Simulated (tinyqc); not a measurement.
p-type polysilicon, carrier trapping at grain boundaries: one step of the calculation.

One-dimensional grains of size Lg, uniform ionised doping N, monovalent traps Qt at each boundary at a depth Et below (for electrons) or above (for holes) the band edge there, abrupt depletion of width W on each side of a boundary, Boltzmann statistics. xi is the distance from the band edge at the grain centre to the Fermi level. Trapped charge Qt/(1 + exp((xi + VB - Et)/Vt)) = 2 N W, barrier VB = q N W^2/(2 eps0 eps_r).

Problem. Resistivity and effective mobility. n0 = NB exp(-xi/Vt); mean density n0 (1 - 2 W/Lg) by charge balance in a partly depleted grain, and n0 (sqrt(pi)/2) erf(u)/u with u = sqrt(VB/Vt) in a fully depleted one; v = sqrt(kB T/(2 pi ms m0)); barrier resistivity Vt exp(VB/Vt)/(q fe n0 v Lg); grain resistivity (1 - 2 W/Lg)/(q n0 mug); effective mobility 1/(q mean density total resistivity).

Parameters, values chosen for the exercise; values of the order met in polycrystalline silicon: temperature T = 300 K; valence-band density of states at T NB = 2.65e19 cm^-3; grain size Lg = 47 nm; mass for thermionic emission ms = 0.37 m0; correction factor of the emission rate fe = 0.25; mobility inside the grains mug = 90 cm^2/(V s).

Constants: q = 1.602176634e-19 C, kB = 1.380649e-23 J/K, m0 = 9.1093837015e-31 kg, Vt = kB T/q. Results are converted to the units shown.

W = 23.5 nm
xi = 0.31050544 V
VB = 0.10676319 V

Wanted: n0; mean density; v; barrier resistivity; grain resistivity; resistivity; effective mobility.

Solution.

n0 = 1.6106e14 cm^-3
mean density = 6.9952e13 cm^-3
v = 4.4225e6 cm/s
barrier resistivity = 11985 ohm cm
grain resistivity = 0.0000 ohm cm
resistivity = 11985 ohm cm
effective mobility = 7.4448 cm^2/(V s)

The resistivity is 43200 times that of a single crystal with the same N and mobility mug, and the mean density is 0.0280 % of N.

tinyqc, about 0.01 s, one thread, Intel Xeon 2.30GHz (shared host): `OMP_NUM_THREADS=1 python tinyqc.py 2830240 2830241 out.jsonl`
